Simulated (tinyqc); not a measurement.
Moments against temperature: two-sublattice mean-field magnet: ferrimagnet, compensation points and susceptibility. Computed by tinyqc, a small Python program. Command: `OMP_NUM_THREADS=1 python tinyqc.py 3009953 3009954 out.jsonl ferri walk`. One thread of a shared host (Intel(R) Xeon(R) Processor @ 2.30GHz), about 0.01 s of CPU time with the checks.

A random alloy A(1-x)B(x) with H = -sum over pairs J S_i.S_j. a = <S_A> and b = <S_B> are taken along z, a > 0. Exchange fields: h_A = (1 - x) zJ_AA a + x zJ_AB b, h_B = (1 - x) zJ_AB a + x zJ_BB b; a = S_A B_(S_A)(S_A h_A/(k_B T)) and likewise for b, with the Brillouin function B_S(y) = [(2S + 1)/(2S)] coth[(2S + 1) y/(2S)] - [1/(2S)] coth[y/(2S)].

Inputs (values chosen for the exercise, for a model ferrimagnet):

| quantity | value | unit |
|---|---|---|
| spin S_A | 1.5 | - |
| spin S_B | 3.5 | - |
| g factor g_A | 2.2 | - |
| g factor g_B | 2 | - |
| fraction x of B sites | 0.14 | - |
| z J_AA | 20.8 | meV |
| z J_BB | 0.92 | meV |
| z J_AB | -7.6 | meV |
| T over T_c | 0.22 | - |

Constants: k_B = 8.617333262e-05 eV/K.

Method:
- Linearised, T (a, b) = M (a, b) with M_ij = S_i (S_i + 1) c_j zJ_ij/(3 k_B), c_A = 1 - x, c_B = x. T_c is the larger eigenvalue, and its eigenvector gives b/a at onset, (T_c - M_AA)/M_AB.
- Repeat from a = S_A, b = -S_B until a and b change by less than 1e-10.
- Net moment m = (1 - x) g_A a + x g_B b in mu_B per site; net spin s = (1 - x) a + x b.

T_c = 281.902 K

Sublattices:

| T/T_c | T (K) | a/S_A | -b/S_B | m (mu_B) |
|---|---|---|---|---|
| 0.05 | 14.10 | 1.00000 | 0.99994 | 1.8581 |
| 0.15 | 42.29 | 0.99984 | 0.98173 | 1.8755 |
| 0.30 | 84.57 | 0.98880 | 0.90478 | 1.9195 |
| 0.45 | 126.86 | 0.94632 | 0.80006 | 1.9016 |
| 0.60 | 169.14 | 0.86427 | 0.67275 | 1.7935 |
| 0.72 | 202.97 | 0.76066 | 0.55334 | 1.6165 |
| 0.84 | 236.80 | 0.60297 | 0.40996 | 1.3095 |
| 0.92 | 259.35 | 0.43936 | 0.28576 | 0.9669 |
| 0.97 | 273.45 | 0.27397 | 0.17339 | 0.6076 |

What does the comparison show, and why?

At 0.45 T_c A keeps 0.95 and B 0.80 of saturation. |m| first rises, to 1.920 at 0.3 T_c, because the minority sublattice falls faster (type P).
